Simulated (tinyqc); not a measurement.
Scattering of inversion-layer electrons by surface optical phonons of the gate insulator (remote phonon scattering): one step, computed by the program tinyqc.

One subband with the Fang-Howard envelope; insulator and channel are half-spaces, the gate is far away, and an interlayer only moves the polar surface away by t (its own modes and its permittivity contrast are left out).

Question. Surface modes and strengths. eps(w) = eps_inf + (eps_0s - eps_i) w1^2/(w1^2 - w^2) + (eps_i - eps_inf) w2^2/(w2^2 - w^2). Surface modes solve eps(w) + eps_s = 0, a quadratic in w^2; the strength of a mode is g = 2/(w d eps/dw). Occupation N = 1/(exp(hbar w/(k_B T)) - 1).

Inputs (values chosen for the exercise, modelled on AlN on silicon): static constant of the insulator eps_0s = 8.94; intermediate constant eps_i = 7.46; optical constant eps_inf = 4.88; hbar omega_TO1 = 79.3 meV; hbar omega_TO2 = 89 meV; constant of the channel eps_s = 11.7; temperature T = 300 K.

Constants: k_B = 8.617333262e-05 eV/K.

Give: hbar omega_SO; strengths g; occupations N; hbar omega g (2 N + 1).

Answer.

hbar omega_SO (meV): 1 81.12, 2 97.07

strengths g: 1 0.00126, 2 0.01060

occupations N: 1 0.04534, 2 0.02397

hbar omega g (2 N + 1) (meV): 1 0.112, 2 1.078

The upper mode has the larger hbar omega g N, the prefactor of absorption before the dependence on q: 0.00465 and 0.0247 meV.
